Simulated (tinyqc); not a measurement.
Landau-Devonshire theory of a uniaxial ferroelectric: one step, computed by the program tinyqc. Command: `OMP_NUM_THREADS=1 python tinyqc.py 3018924 3018925 out.jsonl ferro walk`. One thread of a shared host (Intel(R) Xeon(R) Processor @ 2.30GHz), about 0.01 s of CPU time with the checks.

G(P) = (alpha/2) P^2 + (beta*/4) P^4 + (gamma/6) P^6 - E P per volume, SI units, one domain, P along the polar axis, which is normal to the film.

Question. Spontaneous polarisation, susceptibility, coercive field. Ps^2 = [-beta* + sqrt(beta*^2 - 4 alpha gamma)]/(2 gamma). chi = 1/(eps_0 G''), G'' = alpha + 3 beta* P^2 + 5 gamma P^4 at Ps. Ps, chi and the coercive field are for perfect screening, without a depolarising field. The intrinsic coercive field is |alpha P + beta* P^3 + gamma P^5| at the P_c where G'' = 0. 1 C/m^2 = 100 microcoulomb/cm^2.

Inputs (values chosen for the exercise, for a model ferroelectric): Curie-Weiss temperature T0 = 740 K; gamma = 1.11e+10 J m^9/C^6; temperature T = 550 K.

Sample: epitaxial film.

alpha = -9.742571e+07 J m/C^2

beta* = 2.996429e+09 J m^5/C^4

Constants: eps_0 = 8.8541878128e-12 F/m.

Give: spontaneous polarisation Ps; susceptibility chi; well depth G(Ps); P_c; intrinsic coercive field.

Answer.

spontaneous polarisation Ps = 17.125 microcoulomb/cm^2

susceptibility chi = 527.89

well depth G(Ps) = -0.73765 MJ/m^3

P_c = 10.098 microcoulomb/cm^2

intrinsic coercive field = 6.6361 MV/m

P_c/Ps = 0.590, near the 1/sqrt(3) = 0.577 of a quartic well. Real switching runs by domain nucleation at far lower fields.
